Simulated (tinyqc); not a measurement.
Microkinetic model of a Langmuir-Hinshelwood surface reaction A + (1/2) B2 = AB with Bronsted-Evans-Polanyi barriers: one step, computed by the program tinyqc. Command: `OMP_NUM_THREADS=1 python tinyqc.py 3000010 3000011 out.jsonl microkin walk`. One thread of a shared host (Intel(R) Xeon(R) Processor @ 2.30GHz), about 0.01 s of CPU time with the checks.

A adsorbs in equilibrium; B2 dissociates irreversibly on two free sites; adsorbed A and B react irreversibly and AB leaves at once. theta_A + theta_B + theta_* = 1.

Task: Steady state in closed form. theta_A = K_A p_A theta_*; 2 k1 p_B theta_*^2 = k2 theta_A theta_B, so theta_B = w theta_* with w = 2 k1 p_B/(k2 K_A p_A); theta_* = 1/(1 + K_A p_A + w); rate r = k2 theta_A theta_B.

Inputs (values chosen for the exercise, for a model catalyst): pressure p_A = 0.61 bar; pressure p_B = 0.13 bar; temperature T = 625 K.

K_A = 0.6001361 1/bar

k1 = 14295.23 1/(bar s)

k2 = 2663.369 1/s

Give: w; theta_*; theta_A; theta_B; rate r.

Result:

w = 3.8120

theta_* = 0.19312

theta_A = 0.070698

theta_B = 0.73618

rate r = 138.62 1/s per site

The surface is covered by B, and the reaction step limits.
